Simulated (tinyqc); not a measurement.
# Surface potential of a MOS transistor: implicit equation and explicit approximations: what changes with what

p-type body, charge-sheet picture, depletion and inversion only, full ionisation (an idealisation for deep acceptors), Boltzmann statistics (rough once Na exp(x - xn) passes about Nc/7). In units of Vt: xg = (Vg - Vfb)/Vt, x = psi/Vt, G = gamma/sqrt(Vt), xn = (2 phiF + Vc)/Vt. The implicit equation is (xg - x)^2 = G^2 [x - 1 + exp(x - xn)] for x above about 3. Cox = eps0 eox/tox.

Inputs (values chosen for the exercise); band and dielectric values close to those of silicon: temperature T = 250 K; band gap Eg = 1.14 eV; relative permittivity eps_r = 11.7; conduction-band density of states at T Nc = 2.13e19 cm^-3; valence-band density of states at T Nv = 2.02e19 cm^-3; relative permittivity of the gate insulator (close to silicon nitride) eox = 7.56; insulator thickness tox = 15 nm; acceptor density Na = 1.8e18 cm^-3; flat-band voltage Vfb = -0.35 V; channel-body voltage Vc = 1 V; gate-body voltage Vg = 4.66 V.

Constants: q = 1.602176634e-19 C, kB = 1.380649e-23 J/K, Vt = kB T/q, eps0 = 8.8541878128e-14 F/cm where lengths are in cm. Results are converted to the units shown.

Each table varies one quantity; the others keep the values above.

## Accuracy of the approximations against gate voltage

ni = sqrt(Nc Nv) exp(-Eg/(2 Vt)), Eg in volts; phiF = Vt ln(Na/ni); gamma = sqrt(2 q eps0 eps_r Na)/Cox; VT = Vfb + Vt (xn + G sqrt(xn - 1)). Depletion value a = 1 + [sqrt(G^2/4 + xg - 1) - G/2]^2; inversion value b = xn + ln[(xg - xn)^2/G^2 - xn + 1] and first guess y = min(a, b) - ln(1 + exp(-|a - b|)) if a > xn + 1, else b = y = a; one second-order correction with D = exp(y - xn), p = 2 (xg - y) + G^2 (1 + D), w = (xg - y)^2 - G^2 (y - 1 + D): z = y + 2 w/(p + sqrt(p^2 - 2 (2 - G^2 D) w)), or the Newton step z = y + w/p where the root is not real. N_inv = (Cox Vt G/q) [sqrt(x - 1 + exp(x - xn)) - sqrt(x - 1)] at the root. Lambert form (Cox m Vt/q) W0[(G/(2 m sqrt(xn - 1))) exp((Vg - VT)/(m Vt))], m = 1 + G/(2 sqrt(xn - 1)). Errors under 1e-4 mV, and the linear form below VT, are printed as 0.

Accuracy of the approximations against gate voltage:

| Vg (V) | psi (V) | x - xn | error of y (mV) | error of z (mV) | N_inv (cm^-2) | Cox (Vg - VT)/q (cm^-2) | Lambert form (cm^-2) |
|---|---|---|---|---|---|---|---|
| 3.74 | 1.788 | -11.46 | 0 | 0 | 4.138e5 | 0 | 3.363e5 |
| 3.94 | 1.910 | -5.800 | 0.0252 | 0 | 1.145e8 | 0 | 1.071e8 |
| 4.14 | 2.027 | -0.3389 | 5.82 | -0.0186 | 2.610e10 | 0 | 2.610e10 |
| 4.34 | 2.083 | 2.246 | 9.78 | -0.418 | 3.339e11 | 5.504e11 | 3.362e11 |
| 4.54 | 2.103 | 3.160 | 7.03 | -0.152 | 8.030e11 | 1.107e12 | 8.084e11 |
| 4.74 | 2.114 | 3.686 | 5.29 | -0.0616 | 1.310e12 | 1.665e12 | 1.318e12 |
| 4.94 | 2.122 | 4.056 | 4.29 | -0.0321 | 1.831e12 | 2.222e12 | 1.843e12 |
| 5.14 | 2.128 | 4.344 | 3.65 | -0.0193 | 2.361e12 | 2.779e12 | 2.375e12 |
| 5.34 | 2.133 | 4.582 | 3.19 | -0.0128 | 2.895e12 | 3.336e12 | 2.913e12 |

psi rises from 1.79 to 2.13 V and ends 4.6 Vt above 2 phiF + Vc. Among the rows the first guess is off by at most 9.8 mV (at Vg = 4.34 V) and the corrected value by at most 0.42 mV. In the last row the linear form is 15 % above N_inv and the Lambert form 0.62 % above it; in the first row the Lambert form is 19 % below it. For Vg = 4.34, 4.54, 4.74, 4.94, 5.14, 5.34 the electron quasi-Fermi level lies less than 2 Vt below the band edge at the surface, or above it, where degeneracy and confinement, left out, matter.

## Effect of the acceptor density at fixed gate voltage

Same model as above.

Vfb is held fixed.

Results:

| Na (cm^-3) | psi (V) | x - xn | error of y (mV) | error of z (mV) | N_inv (cm^-2) | Cox (Vg - VT)/q (cm^-2) | Lambert form (cm^-2) |
|---|---|---|---|---|---|---|---|
| 6e16 | 2.0664 | 8.2755 | 2.63 | -7.12e-3 | 6.9391e12 | 7.4918e12 | 7.0286e12 |
| 1.1e17 | 2.0788 | 7.6399 | 2.53 | -6.27e-3 | 6.4534e12 | 6.9817e12 | 6.5275e12 |
| 4e17 | 2.1034 | 6.1975 | 2.54 | -6.34e-3 | 4.8142e12 | 5.2930e12 | 4.8569e12 |
| 7.5e17 | 2.1126 | 5.3689 | 2.88 | -9.38e-3 | 3.5666e12 | 4.0151e12 | 3.5945e12 |
| 1.4e18 | 2.1152 | 4.2412 | 4.19 | -0.0298 | 1.9061e12 | 2.2964e12 | 1.9193e12 |
| 2.7e18 | 2.0133 | -1.8036 | 1.52 | 0 | 7.4252e9 | 0 | 7.3360e9 |

Estimate the missing row, Na = 2.1e17 cm^-3.

Computed row:

| Na (cm^-3) | psi (V) | x - xn | error of y (mV) | error of z (mV) | N_inv (cm^-2) | Cox (Vg - VT)/q (cm^-2) | Lambert form (cm^-2) |
|---|---|---|---|---|---|---|---|
| 2.1e17 | 2.0916 | 6.9405 | 2.47 | -5.86e-3 | 5.7575e12 | 6.2612e12 | 5.8157e12 |

With this row back in the table: As Na goes from 6e16 to 2.7e18, psi goes from 2.07 through a maximum of 2.12 (at Na = 1.4e18 among the rows listed) to 2.01 V, x - xn falls from 8.28 to -1.80 and N_inv falls from 6.94e12 to 7.43e9 cm^-2. The Lambert form lies between 0.988 and 1.01 times N_inv. For Na = 6e16, 1.1e17, 2.1e17, 4e17, 7.5e17, 1.4e18 the electron quasi-Fermi level lies less than 2 Vt below the band edge at the surface, or above it, where degeneracy and confinement, left out, matter.

tinyqc, about 0.01 s, one thread, Intel Xeon 2.30GHz (shared host): `OMP_NUM_THREADS=1 python tinyqc.py 2122017 2122018 out.jsonl`
